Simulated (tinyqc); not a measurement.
# Undoped symmetric double-gate MOSFET, analytic potential model: effects of single changes

An undoped body of thickness ts between two equal insulators and tied gates; long channel, electrons only, n = ni exp((psi - V)/Vt) with V the quasi-Fermi potential (0 at the source, Vd at the drain), constant mobility, no quantisation. Across the body psi(x) = V - 2 Vt ln[(ts/(2 beta)) sqrt(q ni/(2 eps0 eps_r Vt)) cos(2 beta x/ts)], x from the centre. Q is the electron charge per area of the whole body.

Values chosen for this exercise; material values close to those of silicon:
```
symbol    value        unit                                             meaning
T           300           K                                         temperature
Eg          1.1          eV                                            band gap
eps_r      11.8                      relative permittivity of the semiconductor
Nc       2.8e19       cm^-3              conduction-band density of states at T
Nv      2.64e19       cm^-3                 valence-band density of states at T
eox         7.8                     relative permittivity of the gate insulator
tox         6.3          nm                                 insulator thickness
ts           25          nm                                      body thickness
dphi       0.18           V  gate work function less that of the intrinsic body
mu          120  cm^2/(V s)                                    channel mobility
L           0.2          um                                         gate length
Vd         0.05           V                                       drain voltage
```

Constants: q = 1.602176634e-19 C, kB = 1.380649e-23 J/K, Vt = kB T/q, eps0 = 8.8541878128e-14 F/cm where lengths are in cm. Results are converted to the units shown.

Each table varies one quantity; the others keep the values above.

## Output curve

ni = sqrt(Nc Nv) exp(-Eg/(2 Vt)), Eg in volts; r = eps_r tox/(eox ts); V0 = dphi + 2 Vt ln[(2/ts) sqrt(2 eps0 eps_r Vt/(q ni))]. beta (between 0 and pi/2) solves (Vg - V0 - V)/(2 Vt) = ln(beta) - ln(cos beta) + 2 r beta tan(beta). Q = 8 eps0 eps_r Vt beta tan(beta)/ts; I = mu (1/L)(4 eps0 eps_r/ts)(2 Vt)^2 [g(beta_s) - g(beta_d)] per width, g = beta tan(beta) - beta^2/2 + r beta^2 tan^2(beta), with beta_s at V = 0 and beta_d at V = Vd.

In this table Vg = 0.9 V.

Output curve:
```
Vd (V),Qd (nC/cm^2),Qd/Qs,I (uA/um)
0.06,351.12,0.77158,14.496
0.11,269.06,0.59126,23.786
0.16,192.65,0.42334,30.695
0.21,124.01,0.27250,35.422
0.27,56.780,0.12477,38.616
0.32,19.965,0.043872,39.714
0.37,4.2688,0.0093808,40.031
0.42,0.67574,0.0014849,40.090
0.47,0.099120,2.1782e-4,40.099
```

What does the table show?

The current rises from 14.5 to 40.1 uA/um, while the charge at the drain end falls from 0.77 to 2.2e-4 of that at the source. The current first comes within 1 % of its last value at Vd = 0.32 V among the rows. Over the last rows Qd falls by a factor of e for each Vt of drain voltage: the drain end is in weak inversion.

## Effect of the body thickness

Q = 8 eps0 eps_r Vt beta tan(beta)/ts; I = mu (1/L)(4 eps0 eps_r/ts)(2 Vt)^2 [g(beta_s) - g(beta_d)] per width, g = beta tan(beta) - beta^2/2 + r beta^2 tan^2(beta), with beta_s at V = 0 and beta_d at V = Vd.  I(low) is taken at Vg = 0.35 V, Qs and I(high) at Vg = 1.1 V.

Effect of the body thickness:
```
ts (nm),V0 (V),I(low) (nA/um),Qs(high) (nC/cm^2),I(high) (uA/um)
8.3,0.66198,0.019828,822.25,23.211
12,0.64292,0.028667,825.20,23.306
16,0.62805,0.038222,826.66,23.353
23,0.60928,0.054943,827.77,23.390
32,0.59221,0.076440,828.34,23.408
45,0.57458,0.10749,828.67,23.419
62,0.55801,0.14808,828.83,23.425
```

What does the comparison show?

As ts goes from 8.3 to 62 nm, I(low) rises from 0.0198 to 0.148 nA/um and I(high) rises from 23.2 to 23.4 uA/um. On average I(low) goes as ts^(1.00) and I(high) goes as ts^(0.00). Below threshold the charge is proportional to the cross-section of the body; above it the insulator sets the charge. In every row the surface density at the source at the higher gate voltage passes 0.3 Nc, where Boltzmann statistics fail. At ts = 62 nm L is under three scale lengths of this cross-section, so short-channel effects, left out here, would raise the subthreshold current.

## Transfer curve and volume inversion

Same model as above.

The drop is psi(surface) - psi(centre) at the source end; C = dQs/dVg, Cg = 2 eps0 eox/tox; gm = dI/dVg.

Results:
```
Vg (V),Qs (nC/cm^2),drop (mV),C/Cg,I (uA/um),gm/I (1/V)
0.3,6.506e-4,1.946e-4,1.148e-5,8.633e-6,38.68
0.39,0.02114,0.006322,3.727e-4,2.805e-4,38.67
0.56,11.39,3.334,0.1565,0.1689,33.09
0.65,76.89,19.98,0.4877,1.589,16.90
0.74,192.6,41.81,0.6655,4.727,8.713
0.82,317.7,58.81,0.7534,8.318,5.771
0.91,472.9,74.53,0.8141,12.86,4.090
1,637.6,87.37,0.8529,17.74,3.128
```

Estimate the missing row, Vg = 0.47 V.

Computed row:
```
Vg (V),Qs (nC/cm^2),drop (mV),C/Cg,I (uA/um),gm/I (1/V)
0.47,0.4615,0.1379,0.008048,0.006154,38.42
```

With this row back in the table: The current rises from 8.63e-6 to 17.7 uA/um. In the first row gm/I is 38.7 1/V, within 0.01 % of 1/Vt: with no depletion charge the whole body follows the gate, and the swing is ideal. The drop between surface and centre goes from 1.9e-4 to 87.4 mV and passes Vt at Vg = 0.74 V among the rows; below that the density varies across the body by less than a factor of e (volume inversion). C reaches 0.85 of Cg in the last row. At Vg = 1 V the surface density at the source passes 0.3 Nc, where Boltzmann statistics fail.

Numbers from tinyqc (`OMP_NUM_THREADS=1 python tinyqc.py 2440170 2440171 out.jsonl`; about 0.02 s on one thread of a shared Intel Xeon 2.30GHz).
